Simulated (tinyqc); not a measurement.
Worked calculation: space-charge-limited current through a thin insulating or semi-insulating film with traps. Computed by tinyqc, a small Python program that keeps every step. Command: `OMP_NUM_THREADS=1 python tinyqc.py 3000648 3000649 out.jsonl sclc walk`. One thread of a shared host (Intel(R) Xeon(R) Processor @ 2.30GHz), about 0.01 s of CPU time with the checks. Intermediate numbers are printed to about 7 digits and carried at full precision; extremes and crossings named in words are read from the listed rows.

One ohmic injecting contact at x = 0 (field zero), drift only, non-degenerate free carriers.

Inputs (values chosen for the exercise, modelled on Si3N4):
```
quantity                                            value        unit
permittivity eps                                      7.5           -
band mobility mu                                     0.11  cm^2/(V s)
effective density of states N_c                     1e+20      1/cm^3
trap density N_t                                  1.3e+18      1/cm^3
equilibrium Fermi level below the band edge, E_0     0.68          eV
thickness d                                           160          nm
free density at the anode, in units of N_c          2e-07           -
temperature T                                         250           K
characteristic temperature T_c                        900           K
```

Traps: exponential tail.

Constants: k_B = 8.617333262e-05 eV/K; e = 1.602176634e-19 C; eps_0 = 8.8541878128e-12 F/m.

## Equilibrium and landmark voltages

Free density n_0 = N_c exp(-E_0/k_B T) in equilibrium; trapped density n_t(n) = N_t (n/N_c)^(T/T_c) (the low-temperature form). theta = n/(n + n_t) at the anode density; trap-filled-limit voltage V_TFL = e (N_t - n_t(n_0)) d^2/(2 eps eps_0).

n_0 = 1957958 1/cm^3

n_t(n_0) = 2.023536e+14 1/cm^3

theta = 0.001115391

V_TFL = 40.14081 V

## One point of the curve

J = e mu n F and (eps eps_0/e) dF/dx = n - n_0 + n_t(n) - n_t(n_0) = rho(n). With F = J/(e mu n): d = (eps eps_0 J/(e^2 mu)) I_1 and V = (eps eps_0 J^2/(e^3 mu^2)) I_2, I_k = int_(n_L)^infinity dn/(n^(k+1) rho(n)), n_L the density at the anode; with u = n_L/n, 200 Gauss-Legendre points in t, u = 1 - (1 - t)^2. Anode field J/(e mu n_L); Mott-Gurney current (9/8) eps eps_0 mu V^2/d^3; ohmic current e n_0 mu V/d.

I_1 = 2.199587e-30 cm^6

I_2 = 6.180029e-44 cm^9

current density J = 0.03093017 A/cm^2

voltage V = 0.7889484 V

anode field over mean field V/d = 1.779593

trap-free Mott-Gurney current = 12.48799 A/cm^2

ohmic current = 1.701512e-09 A/cm^2

J is 0.00248 times the trap-free law and 1.82e7 times the ohmic current; theta is 0.00112. The field ratio is 1 for ohmic flow, 3/2 for the square law and 2 for a uniform fixed charge; here 1.78.

## The whole curve

The last column is d ln J/d ln V up to the next row.

Current against voltage:
```
n_L (1/cm^3)         V (V)    J (A/cm^2)     slope
2.10e+06      1.237528e-03  3.693431e-12  2.275176
2.90e+07      1.202229e-02  6.516464e-10  3.677970
4.20e+08      3.299516e-02  2.670954e-08  4.171749
5.90e+09      7.615522e-02  8.750883e-07  4.396621
8.40e+10      1.666640e-01  2.738597e-05  4.501404
1.20e+12      3.563815e-01  8.381492e-04  4.540588
1.70e+13      7.535422e-01  2.511229e-02  4.493836
2.40e+14      1.605943e+00  7.527690e-01  4.153355
3.50e+15      3.732482e+00  2.499779e+01  3.250039
4.90e+16      1.175527e+01  1.040361e+03  2.401093
7.00e+17      7.502029e+01  8.911181e+04  2.080816
1.00e+19      8.607941e+02  1.428955e+07         -
```

The slope starts at 2.28, peaks at 4.5 between 0.356 and 0.754 V and ends at 2.08. Rows below 0.22 V (10 k_B T/e) are formal, since diffusion from the contact rules there. Self-heating is left out, although J V exceeds 1e5 W/cm^2 at the last row. Rows above 48.0 V are formal, since the mean field exceeds 3 MV/cm and breakdown sets in. An exponential tail gives the power law T_c/T + 1 = 4.60, which the middle rows approach.

Checks made by the program: trap-free limit against the Mott-Gurney law (relative difference 5e-08).
